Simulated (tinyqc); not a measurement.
# Width from the threshold shift

Inverse problem. Undoped body with a flat potential across it, hard walls, transport along x. One isotropic valley (g = 1, mx = my = mz = me). Non-parabolicity enters the subband edges through E (1 + al E) = gamma, so E = 2 gamma/(1 + sqrt(1 + 4 al gamma)); motion within a subband is taken as parabolic with the band-edge mass. Energies are counted from the bulk band edge. gamma = C pi^2 [a^2/(my (t + dl)^2) + b^2/(mz (H + dl)^2)], C = hbar^2/(2 m0). Each subband has N_k = g sqrt(2 mx m0 kB T/(pi hbar^2)); without degeneracy n = exp(EF/Vt) sum N_k exp(-E_k/Vt). Classical value Nc times t H, Nc = sum over valleys of 2 g (m m0 kB T/(2 pi hbar^2))^1.5 with m = (mx my mz)^(1/3). Threshold shift dVT = Vt ln(classical value/sum N_k exp(-E_k/Vt)). Find t and the lowest subband edge.

Inputs (values chosen for the exercise); masses close to those of In0.53Ga0.47As:
- T = 300 K (temperature)
- me = 0.0402 m0 (mass at the band edge)
- al = 1.4 1/eV (non-parabolicity)
- dl = 0 nm (widening of the box by penetration into the insulator)
- H = 4.9 nm (height (along z))

Constants: q = 1.602176634e-19 C, kB = 1.380649e-23 J/K, hbar = 1.054571817e-34 J s, m0 = 9.1093837015e-31 kg, Vt = kB T/q, hbar^2/(2 m0) = 0.0380998212 eV nm^2. Results are converted to the units shown.

dVT = 393.58924 mV

Solution. dVT is evaluated for trial values of t with all subbands; between 1.5 and 25 nm one value matches.

t = 4.90 nm
E_1 = 470 meV

Program tinyqc, `OMP_NUM_THREADS=1 python tinyqc.py 2350164 2350165 out.jsonl`; Intel Xeon 2.30GHz, shared host, one thread, about 0.1 s.
